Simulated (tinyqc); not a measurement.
Density of surface states from the Kelvin-probe reading.

Question. n-type bulk, xi = Ec - EF = Vt ln(Nc/Nd), p0 = ni^2/Nd, ni = sqrt(Nc Nv) exp(-Eg/(2 Vt)), Eg in volts. b is the upward band bending, u = b/Vt. Space charge per area, in units of q: Qc = sign(b) sqrt((2 eps0 eps_r Vt/q) [(Nd + dn)(exp(-u) - 1) + Nd u + (p0 + dn)(exp(u) - 1)]), with dn the excess density under light (flat quasi-Fermi levels; 0 in the dark). The states hold -Ds (E0 - xi - b): negative while the Fermi level lies above the neutrality level. Neutrality: Qc + Qf + (charge of the states) = 0. Work function chi + xi + b; contact potential difference CPD = (work function of the sample) - pt. Find b, Qc and Ds.

Values chosen for this exercise; band and dielectric values close to those of 4H silicon carbide:
- T = 300 K (temperature)
- Eg = 3.32 eV (band gap)
- eps_r = 9.83 (relative permittivity)
- Nc = 1.71e19 cm^-3 (conduction-band density of states at T)
- Nv = 2.54e19 cm^-3 (valence-band density of states at T)
- chi = 3.62 eV (electron affinity)
- Nd = 1.3e16 cm^-3 (donor density)
- Qf = 1.5e10 cm^-2 (fixed positive charge at the surface)
- pt = 4.51 eV (work function of the probe tip)
- E0 = 0.57 eV (depth of their neutrality level below the conduction edge)

Constants: q = 1.602176634e-19 C, kB = 1.380649e-23 J/K, Vt = kB T/q, eps0 = 8.8541878128e-14 F/cm where lengths are in cm. Results are converted to the units shown.

CPD = -338.02218 mV

Answer. The CPD gives b, b gives Qc, and neutrality gives Ds.

b = 0.366 V
Qc = 2.19e11 cm^-2
Ds = 1.30e13 cm^-2 eV^-1

tinyqc, about 0.01 s, one thread, Intel Xeon 2.30GHz (shared host): `OMP_NUM_THREADS=1 python tinyqc.py 2430014 2430015 out.jsonl`
